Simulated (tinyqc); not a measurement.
Atomic layer deposition: Langmuir saturation, growth per cycle and coating of deep features. Changing the aspect ratio a. Computed by tinyqc, a small Python program. Command: `OMP_NUM_THREADS=1 python tinyqc.py 3021117 3021118 out.jsonl ald sweep`. One thread of a shared host (Intel(R) Xeon(R) Processor @ 2.30GHz), about 0.01 s of CPU time with the checks.

Precursor A sticks only on free sites, so a long enough pulse saturates; co-reactant B then frees the sites again.

Inputs (values chosen for the exercise, modelled on aluminium oxide from trimethylaluminium and water): precursor mass M = 72 u; site density q = 4.6 1/nm^2; sticking probability beta on free sites = 0.0016; precursor pressure p = 35 Pa; temperature T = 250 C; pulse time t = 0.055 s; desorption energy E_d = 1.57 eV.

Feature: round hole.

Constants: u = 1.6605390666e-27 kg; k_B = 1.380649e-23 J/K; k_B = 8.617333262e-05 eV/K.

Method:
- Wall flux F = p/sqrt(2 pi M k_B T); rate of filling k_a = beta F/q; desorption k_d = 1e13 exp(-E_d/(k_B T)) per second. 1/m^2 = 1e-18/nm^2.
- Temperatures in kelvin are T(C) + 273.15.
- Diffusion-limited filling (Gordon) of a round hole of diameter w: a saturation front at depth z needs dz/dt = D_K n/(z (4q/w)), with Knudsen D_K = w c/3 and F = n c/4; including the entrance and floor terms, t = (q/F)(1 + 19a/4 + 3a^2/2). Reaction-limited filling needs ln(100)/k_a at any depth, k_a = beta F/q. Flow is molecular. The front picture holds when the modulus a sqrt(beta) is well above 1.
- Depth reached by the given pulse: solve the same formula for a. Exposure = p x diffusion-limited time; 1 langmuir = 1.33322e-4 Pa s.

One run for each value:
```
aspect ratio a  diffusion-limited time (s)  exposure (langmuir)  modulus
1                               7.0188e-05           1.8426e+01     0.04
2.2                             1.8113e-04           4.7552e+01    0.088
4.7                             5.4660e-04           1.4349e+02    0.188
10                              1.9217e-03           5.0449e+02      0.4
22                              8.0498e-03           2.1133e+03     0.88
49                              3.7129e-02           9.7473e+03     1.96
110                             1.8078e-01           4.7459e+04      4.4
230                             7.7878e-01           2.0445e+05      9.2
500                             3.6534e+00           9.5910e+05       20
```

What does the table show, and why?

Over the rows, diffusion-limited time (s) rises from 7.02e-5 to 3.65 (exponent d ln y / d ln x 1.2 between the first rows and 2.0 between the last); exposure (langmuir) rises from 18.4 to 959000 (exponent d ln y / d ln x 1.2 between the first rows and 2.0 between the last); modulus rises from 0.0400 to 20.0 (exponent d ln y / d ln x about 1.0 throughout). At the high end the exponent of diffusion-limited time is 1.99, close to 2: diffusion into a deep feature. The wall area to coat grows as a and the conductance to the front falls as 1/a, hence a^2 for deep features.

Caution (rows 1.00, 2.20, 4.70, 10.0, 22.0, 49.0): the modulus is not well above 1 or the Gordon time is under three times ln(100)/k_a, so there is no sharp front: the Gordon time is only a lower bound and the reaction time must be met as well.
